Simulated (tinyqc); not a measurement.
## p-n diode, drift-diffusion by the Gummel loop with Scharfetter-Gummel fluxes: effect of the donor density of the n side at fixed bias

Abrupt junction at x = 0, p side from -Lp, n side to Ln, ohmic contacts. psi is counted from the intrinsic level; n = ni exp((psi - phin)/Vt), p = ni exp((phip - psi)/Vt). Contacts: p side psi = V - Vt ln(Na/ni), p = Na, n = ni^2/Na; n side psi = Vt ln(Nd/ni), n = Nd, p = ni^2/Nd. Constant mobilities, D = mu Vt, Boltzmann statistics, SRH recombination through a mid-gap level, U = (n p - ni^2)/(tp (n + ni) + tn (p + ni)). Current is positive from the p contact to the n contact.

ni = sqrt(Nc Nv) exp(-Eg/(2 Vt)), Eg in volts. Poisson and both continuity equations are solved self-consistently with Scharfetter-Gummel fluxes on a graded mesh of 500 nodes. J_scr is q times the integral of U between -xp and xn. Ideal diffusion current J_id = q ni^2 [Dn coth(wp/Le)/(Le Na) + Dp coth(wn/Lh)/(Lh Nd)] (exp(V/Vt) - 1), Le = sqrt(Dn tn), Lh = sqrt(Dp tp), wp = Lp - xp, wn = Ln - xn, with xp and xn from the depletion approximation (W = sqrt(2 eps0 eps_r (Vbi - V)(1/Na + 1/Nd)/q), xp = W Nd/(Na + Nd), xn = W Na/(Na + Nd), Vbi = Vt ln(Na Nd/ni^2)). Ideality factor = 0.004 V/(Vt ln[J(V + 0.004 V)/J(V)]).

Values chosen for this exercise; band and dielectric values close to those of indium phosphide: temperature T = 350 K; band gap Eg = 1.32 eV; relative permittivity eps_r = 12.5; conduction-band density of states at T Nc = 7.12e17 cm^-3; valence-band density of states at T Nv = 1.41e19 cm^-3; acceptor density of the p side Na = 5.4e16 cm^-3; electron mobility mun = 3000 cm^2/(V s); hole mobility mup = 170 cm^2/(V s); SRH lifetime of electrons tn = 1e-9 s; SRH lifetime of holes tp = 6e-9 s; length of the p side Lp = 0.79 um; length of the n side Ln = 1 um; uniform generation rate G = 0 cm^-3 s^-1; bias of the p contact V = 0.54 V.

Constants: q = 1.602176634e-19 C, kB = 1.380649e-23 J/K, Vt = kB T/q, eps0 = 8.8541878128e-14 F/cm where lengths are in cm. Results are converted to the units shown.

Effect of the donor density of the n side at fixed bias:
```
Nd (cm^-3),J (A/cm^2),ideality factor,J_scr/J (%),J_id (A/cm^2),share recombining at the contacts (%),larger minority/doping at -xp and xn
1.2e16,0.00115,1.54,76.5,2.72e-4,22.4,6.10e-7
2.1e16,8.93e-4,1.50,72.1,2.50e-4,26.8,2.04e-7
3.5e16,7.37e-4,1.45,67.4,2.41e-4,31.4,7.50e-8
6.1e16,6.69e-4,1.42,64.7,2.38e-4,34.2,3.19e-8
1e17,6.62e-4,1.42,64.4,2.37e-4,34.6,3.16e-8
1.8e17,6.61e-4,1.42,64.3,2.38e-4,34.8,3.13e-8
```

As Nd rises from 1.2e16 to 1.8e17, J falls from 0.00115 to 6.61e-4 A/cm^2, the share of the depleted layer falls from 76.5 to 64.3 % and the share lost at the contacts rises from 22.4 to 34.8 %. The exponent d ln J/d ln Nd is -0.46 between the first two rows and 0.00 between the last two. J less J_scr is 0.78 % below J_id in the last row.

Program tinyqc, `OMP_NUM_THREADS=1 python tinyqc.py 2240146 2240147 out.jsonl`; Intel Xeon 2.30GHz, shared host, one thread, about 0.2 s.
